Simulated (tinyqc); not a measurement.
# Inputs raised by 10 %, one at a time

Model: Tersoff bond-order potential. Computed by tinyqc, a small Python program. Command: `OMP_NUM_THREADS=1 python tinyqc.py 3028001 3028002 out.jsonl tersoff sens`. One thread of a shared host (Intel(R) Xeon(R) Processor @ 2.30GHz), about 0.02 s of CPU time with the checks.

E = (1/2) sum_(i, j != i) [A exp(-lambda r_ij) - b_ij B exp(-mu r_ij)], b_ij = (1 + (beta zeta_ij)^n)^(-1/(2n)), zeta_ij = sum_(k != i, j) g(theta_ijk), g = 1 + c^2/d^2 - c^2/(d^2 + (h - cos theta)^2), with theta at atom i. Only nearest neighbours count (cut-off function 1 for them, 0 beyond).

Inputs (values chosen for the exercise, modelled on silicon):
```
quantity     value        unit
A           1844.9          eV
B           473.57          eV
lambda      2.4799  1/angstrom
mu          1.7322  1/angstrom
beta      1.07e-06           -
n           0.7927           -
c           101000           -
d            16.06           -
h          -0.5777           -
```

Constants: 1 eV/angstrom^3 = 160.2176634 GPa.

Method:
- zeta = 3 g(cos theta = -1/3).
- With z equal bonds of order b, r = ln(lambda A/(mu b B))/(lambda - mu) and E per atom = -(z/2) b B exp(-mu r)(1 - mu/lambda).
- a0 = 4 r/sqrt3; B0 = phi''(r)/(3 a0) with phi'' = mu (lambda - mu) b B exp(-mu r), since b does not change under uniform scaling.
- Second derivatives of the energy per atom, volume V = a0^3/8: e_xx gives C11; e_xx = -e_yy gives 2 (C11 - C12); e_xy = e_yx = s/2 with a sublattice shift u_z gives C44 = (E_ss - E_su^2/E_uu)/V and Kleinman's parameter |E_su/E_uu|/(a0/4).
- Each of the four neighbours loses one bond; its three other bonds now have zeta = 2 g, for the direction that starts at it. E_v = -E + 12 x (1/2)(b(3g) - b(2g)) B exp(-mu r), where -E is the pair-like cost.

Runs; columns: (1) input moved; (2) from; (3) to; (4) energy per atom of the diamond lattice (eV); (5) bulk modulus B0 (GPa); (6) C44 (GPa); (7) unrelaxed vacancy energy E_v (eV):
```
(1)                      (2)       (3)      (4)     (5)     (6)     (7)
base run                   -         -   -4.706   99.51   71.27   4.232
B (eV)                473.57   520.927   -6.455  144.35  112.54   5.806
n                     0.7927   0.87197   -4.889  104.07   62.39   4.518
c                     101000    111100   -4.615   97.26   77.61   4.079
d                      16.06    17.666   -4.857  103.27   58.80   4.491
h                    -0.5777  -0.63547   -4.487   94.12   64.85   3.867
lambda (1/angstrom)   2.4799   2.72789  -13.294  390.64  314.46  12.190
mu (1/angstrom)       1.7322   1.90542   -0.857   16.19    9.72   0.744
```

Exponents ln(y'/y) / ln(x'/x):
```
input   energy per atom of the diamond lattice  bulk modulus B0      C44  unrelaxed vacancy energy E_v
B                                        3.317            3.902    4.793                         3.317
n                                        0.400            0.469   -1.397                         0.686
c                                       -0.205           -0.240    0.894                        -0.388
d                                        0.332            0.389   -2.018                         0.623
h                                       -0.499           -0.585   -0.990                        -0.949
lambda                                  10.897           14.348   15.574                        11.099
mu                                     -17.875          -19.054  -20.901                       -18.234
```

Which inputs matter most for each result?

Among the inputs moved here: energy per atom of the diamond lattice answers most in size to mu (exponent -17.875), next to lambda (+10.897). Bulk modulus B0 answers most in size to mu (exponent -19.054), next to lambda (+14.348). C44 answers most in size to mu (exponent -20.901), next to lambda (+15.574). Unrelaxed vacancy energy E_v answers most in size to mu (exponent -18.234), next to lambda (+11.099).
